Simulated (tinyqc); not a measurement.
# Single-junction solar cell, detailed-balance limit, step by step

Program tinyqc, `OMP_NUM_THREADS=1 python tinyqc.py 2820047 2820048 out.jsonl`; Intel Xeon 2.30GHz, shared host, one thread, about 0.01 s. Printed values are rounded.

Every photon above the gap Eg makes one pair and none below is absorbed; carriers thermalise at T and move without loss. Jsc = q fs X Phi(Eg, Ts); the dark current is J0 = q ge Phi(Eg, T)/ERE with the Boltzmann factor exp(V/Vt). The efficiency is the electrical power over fs X sigma Ts^4.

Inputs (values chosen for the exercise): cell temperature T = 350 K; temperature of the black-body sun Ts = 4500 K; share of the hemisphere filled by the sun fs = 2.16e-5; concentration X = 100; external radiative efficiency ERE = 0.001; number of faces that emit ge = 1; band gap Eg = 0.65 eV.

Constants: q = 1.602176634e-19 C, kB = 1.380649e-23 J/K, h = 6.62607015e-34 J s, c = 299792458 m/s, Vt = kB T/q. Results are converted to the units shown.

## Photon flux of the source, term by term

Photon flux above E from a black body at temperature T into a hemisphere: Phi(E, T) = A sum_k exp(-k E/th)[E^2 th/k + 2 E th^2/k^2 + 2 th^3/k^3], k = 1, 2, ..., with th = kB T/q in eV and A = 2 pi q^3/(h^3 c^2). The first six terms at E = Eg, T = Ts are listed; the flux takes all.

th = 0.387780 eV
A = 9.88329e22 cm^-2 s^-1 eV^-3
terms k = 1..6 (eV^3): 0.0890409  0.00508783  5.28096e-4  6.73730e-5  9.51515e-6  1.42668e-6
Phi(Eg, Ts) = 9.36298e21 cm^-2 s^-1

The first term, the Boltzmann limit, holds 94.0 % of the flux.

## Photocurrent, dark current and incident power

Photon flux above E from a black body at temperature T into a hemisphere: Phi(E, T) = A sum_k exp(-k E/th)[E^2 th/k + 2 E th^2/k^2 + 2 th^3/k^3], k = 1, 2, ..., with th = kB T/q in eV and A = 2 pi q^3/(h^3 c^2). Jsc = q fs X Phi(Eg, Ts), J0 = q ge Phi(Eg, T)/ERE. Pin = fs X sigma Ts^4, sigma = 2 pi^5 kB^4/(15 h^3 c^2).

Jsc = 3240.25 mA/cm^2
J0 = 0.0967255 mA/cm^2
Pin = 5022.45 mW/cm^2

## Iteration 1: maximum power point by substitution

v at the start = 0

v = Vmp/Vt solves (1 + v) exp(v) = 1 + Jsc/J0; v(new) = ln[(1 + Jsc/J0)/(1 + v)].

v after iteration 1 = 10.4193

## Iteration 2: maximum power point by substitution

As before.

v after iteration 2 = 7.98401

## Course of the iteration: maximum power point by substitution

Stop when v changes by less than 1e-10, or after 40 iterations.

Course of the iteration:
```
iteration	v	|change|
1	10.4193	10.4
2	7.98401	2.44
3	8.22387	0.240
4	8.19752	0.0263
5	8.20038	2.86e-3
6	8.20007	3.11e-4
7	8.20010	3.38e-5
8	8.20010	3.67e-6
9	8.20010	3.99e-7
10	8.20010	4.34e-8
11	8.20010	4.72e-9
12	8.20010	5.13e-10
13	8.20010	5.57e-11
```

Converged in 13 iterations. At the end each change is about 0.11 times the one before, with alternating sign: linear convergence.

## Voltages, fill factor and efficiency

v = 8.20010

Voc = Vt ln(1 + Jsc/J0), Vmp = v Vt, Jmp = Jsc - J0 (exp(v) - 1), FF = Vmp Jmp/(Voc Jsc), efficiency Vmp Jmp/Pin.

Voc = 0.314253 V
Eg/q - Voc = 0.335747 V
Vmp = 0.247320 V
Jmp = 2888.14 mA/cm^2
FF = 0.701487
efficiency = 14.2220 %

Of the voltage deficit, Vt ln(1/ERE) = 208 mV is due to non-radiative recombination.
